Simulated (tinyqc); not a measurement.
# Worked calculation: undoped symmetric double-gate MOSFET, analytic potential model

tinyqc, about 0.03 s, one thread, Intel Xeon 2.30GHz (shared host): `OMP_NUM_THREADS=1 python tinyqc.py 2440113 2440114 out.jsonl` Printed values are rounded.

An undoped body of thickness ts between two equal insulators and tied gates; long channel, electrons only, n = ni exp((psi - V)/Vt) with V the quasi-Fermi potential (0 at the source, Vd at the drain), constant mobility, no quantisation. Across the body psi(x) = V - 2 Vt ln[(ts/(2 beta)) sqrt(q ni/(2 eps0 eps_r Vt)) cos(2 beta x/ts)], x from the centre. Q is the electron charge per area of the whole body.

Values chosen for this exercise; material values close to those of silicon:
- T = 300 K (temperature)
- Eg = 1.14 eV (band gap)
- eps_r = 11.7 (relative permittivity of the semiconductor)
- Nc = 2.86e19 cm^-3 (conduction-band density of states at T)
- Nv = 2.67e19 cm^-3 (valence-band density of states at T)
- eox = 7.22 (relative permittivity of the gate insulator)
- tox = 3.5 nm (insulator thickness)
- ts = 5 nm (body thickness)
- dphi = 0.02 V (gate work function less that of the intrinsic body)
- mu = 350 cm^2/(V s) (channel mobility)
- L = 1 um (gate length)
- Vg = 0.55 V (gate voltage)
- Vd = 1 V (drain voltage)

Constants: q = 1.602176634e-19 C, kB = 1.380649e-23 J/K, Vt = kB T/q, eps0 = 8.8541878128e-14 F/cm where lengths are in cm. Results are converted to the units shown.

Range of the model: In a body this thin, quantum confinement raises the threshold; it is left out.

## Constants of the body

ni = sqrt(Nc Nv) exp(-Eg/(2 Vt)), Eg in volts; r = eps_r tox/(eox ts); V0 = dphi + 2 Vt ln[(2/ts) sqrt(2 eps0 eps_r Vt/(q ni))].

ni = 7.342773e9 cm^-3
r = 1.134349
V0 = 0.5475475 V

## Iteration 1: beta at the source by Newton steps

beta at the start = 1

With V = 0: f = ln(beta) - ln(cos beta) + 2 r beta tan(beta) - (Vg - V0)/(2 Vt); f' = 1/beta + tan(beta) + 2 r [tan(beta) + beta/cos^2(beta)]; beta(new) = beta - f/f'.

f = 4.101481
f' = 13.86216
beta after iteration 1 = 0.7041240

## Iteration 2: beta at the source by Newton steps

As before.

f = 1.230150
f' = 6.946384
beta after iteration 2 = 0.5270318

## Course of the iteration: beta at the source by Newton steps

Stop when beta changes by less than 1e-11, or after 40 iterations. beta must stay between 0 and pi/2.

Course of the iteration:
```
iteration,beta,|change|
1,0.7041240,0.296
2,0.5270318,0.177
3,0.4985677,0.0285
4,0.4981536,4.14e-4
5,0.4981535,7.76e-8
6,0.4981535,< 1e-13
```

Converged in 6 iterations. At the end the number of correct digits about doubles with each step.

## Charges and drain current

beta_s = 0.4981535
beta_d = 4.178012e-9

beta (between 0 and pi/2) solves (Vg - V0 - V)/(2 Vt) = ln(beta) - ln(cos beta) + 2 r beta tan(beta). Q = 8 eps0 eps_r Vt beta tan(beta)/ts; I = mu (1/L)(4 eps0 eps_r/ts)(2 Vt)^2 [g(beta_s) - g(beta_d)] per width, g = beta tan(beta) - beta^2/2 + r beta^2 tan^2(beta), with beta_s at V = 0 and beta_d at V = Vd.

Qs = 116.1012 nC/cm^2
Qd = 7.479766e-15 nC/cm^2
g(beta_s) = 0.2301475
g(beta_d) = 8.727891e-18
I = 1.784626 uA/um

The term r beta^2 tan^2(beta), which gives the square law, makes up 36.2 % of g at the source.

## Potential and electron density across the body at the source

```
point,x/ts
0,0
1,0.1
2,0.2
3,0.3
4,0.4
5,0.45
6,0.5
```

psi(x) as above with V = 0 and beta = beta_s; n = ni exp(psi/Vt).

```
point,psi (V),n (cm^-3)
0,0.4915177,1.327378e18
1,0.4917748,1.340642e18
2,0.4925511,1.381509e18
3,0.4938625,1.453399e18
4,0.4957371,1.562704e18
5,0.4968982,1.634491e18
6,0.4982174,1.720064e18
```

The density at the surface is 1.30 times that at the centre (1/cos^2 beta).
